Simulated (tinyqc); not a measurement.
What each parameter does: three-level Kane dispersion of a narrow-gap semiconductor.

Zero of energy at Gamma8, c = hbar^2/2m0, P^2 = Ep c. The free-electron term and remote bands are left out, so the heavy holes are flat at E = 0 and the other three bands obey E (E - Eg)(E + Dso) = P^2 k^2 (E + 2 Dso/3). The conduction band is the highest root; its edge is Ec = max(Eg, 0).

Degenerate electrons at T = 0: kF = (3 pi^2 n)^(1/3), 1 cm^-3 = 1e-24 angstrom^-3; EF is the highest root at kF. The momentum (cyclotron, optical) mass is m(E) = hbar^2 k/(dE/dk) = c d(k^2)/dE with d(k^2)/dE = k^2 [1/E + 1/(E - Eg) + 1/(E + Dso) - 1/(E + 2 Dso/3)]; the density of states is k d(k^2)/dE/(2 pi^2).

Edge mass m0* = Eg (Eg + Dso)/(Ep (Eg + 2 Dso/3)).
Constants: hbar^2/2m0 = 3.80998211 eV angstrom^2.

Values chosen for the exercise (near those of InAs; the results hold for these values, not for the real material):
- Eg = 0.397 eV (E(Gamma6) - E(Gamma8))
- Dso = 0.39 eV (spin-orbit splitting)
- Ep = 21.1 eV (Kane energy)
- n = 1.9e+17 cm^-3 (electron density)

Edge mass, EF - Ec and m(EF).

Results for these values:
```
case  m0* (m0)  EF - Ec (meV)  m(EF) (m0)
base   0.02254          48.22     0.02743
```

What happens to each result for n = 3.8e+17 cm^-3, all else kept?

Answer: m0* does not change at the printed digits; EF - Ec rises from 48.22 to 72.91; m(EF) rises from 0.02743 to 0.02991.

The same for each parameter in turn:
```
case               m0* (m0)  EF - Ec (meV)  m(EF) (m0)
base                0.02254          48.22     0.02743
n = 3.8e+17 cm^-3   0.02254          72.91     0.02991
Eg = 0.3375 eV      0.01948          54.13     0.02503
Dso = 0.4485 eV     0.02286          47.62     0.02775
Ep = 17.935 eV      0.02652          41.55     0.03148
```

Run: tinyqc, `OMP_NUM_THREADS=1 python tinyqc.py 1051147 1051148 out.jsonl`; Intel(R) Xeon(R) Processor @ 2.30GHz, one thread, shared host; about 0.01 s of CPU time with all checks.
